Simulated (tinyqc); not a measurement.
One-electron ion in a basis of Gaussians, step by step. One step of it, computed by the program tinyqc.

Task: Matrices over normalised Gaussians. With p = a_i + a_j and I(k) = Gamma((k+1)/2) / (2 p^((k+1)/2)): S = I(2l+2), T = (2l+3) a_i a_j S / p, V = -Z I(2l+1), each divided by sqrt(S_ii S_jj).

exponents of r^l exp(-a r^2) (1/bohr^2): 0.017990  0.026680  0.039580  0.058700  0.087060

Z = 1

l = 1

Give: S; T; V.

Result:

S, lower triangle:
```
        1       2       3       4       5
1  1.0000
2  0.9529  1.0000
3  0.8274  0.9528  1.0000
4  0.6612  0.8274  0.9529  1.0000
5  0.4928  0.6611  0.8275  0.9529  1.0000
```

T (hartree), lower triangle:
```
        1       2       3       4       5
1  0.0450
2  0.0512  0.0667
3  0.0512  0.0759  0.0989
4  0.0455  0.0759  0.1126  0.1467
5  0.0367  0.0675  0.1126  0.1670  0.2177
```

V (hartree), lower triangle:
```
         1        2        3        4        5
1  -0.1427
2  -0.1515  -0.1738
3  -0.1493  -0.1845  -0.2116
4  -0.1377  -0.1819  -0.2247  -0.2577
5  -0.1201  -0.1677  -0.2215  -0.2737  -0.3139
```
